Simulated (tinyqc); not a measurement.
Tight binding, kagome lattice, step by step. One step of it, computed by the program tinyqc.

Problem. Levels at K. Diagonalise the Hermitian matrix.

H(k) at K (eV):
```
,A,B,C
A,0.000000,-0.570000+0.987269i,-0.570000-0.987269i
B,-0.570000-0.987269i,0.000000,-0.570000+0.987269i
C,-0.570000+0.987269i,-0.570000-0.987269i,-0.860000
```

Give: eigenvalues; weights |c|^2 of the basis functions.

Solution.

eigenvalues (eV): -1.757  -1.140  2.037

weights |c|^2 of the basis functions:
```
,band 1,band 2,band 3
A,0.118,0.500,0.382
B,0.118,0.500,0.382
C,0.764,0.000,0.236
```
